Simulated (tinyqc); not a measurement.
From results back to parameters: band-to-band tunnelling across a p-n junction in a two-band chain. Two cases, with inputs chosen for the exercise.

Problem. In a uniform field T = exp(-B/F), B = (pi/4) sqrt(m/c) Eg^(3/2), c = hbar^2/2m0, 1 V/angstrom = 100 MV/cm. m is the band-edge mass, the same for both bands (twice the reduced mass). The ratio below comes from a hidden m.

Constants: hbar^2/2m0 = 3.80998211 eV angstrom^2.

Find: B; m.

Method. B is the logarithm over 1/F1 - 1/F2, and m = c (4B/pi)^2/Eg^3 with B in V/angstrom.

Case 1.

Values chosen (out of a larger set: gap and mass near those of GaSb; not measured data): Eg = 0.752 eV (gap); F1 = 1.46 MV/cm (first field); F2 = 3.22 MV/cm (second field).

ln(T2/T1) = 2.013185

Solution.

B = 5.377 MV/cm
m = 0.0420 m0

Case 2.

Values chosen (out of a larger set: gap and mass near those of InSb; not measured data): Eg = 0.186 eV (gap); F1 = 1.37 MV/cm (first field); F2 = 3.08 MV/cm (second field).

ln(T2/T1) = 0.155872

Solution.

B = 0.385 MV/cm
m = 0.0142 m0

Computed by tinyqc, one run a case: `OMP_NUM_THREADS=1 python tinyqc.py N N+1 out.jsonl` with N = 1481518, 1481522; one thread of a shared Intel(R) Xeon(R) Processor @ 2.30GHz, about 0.01 s a run at most.
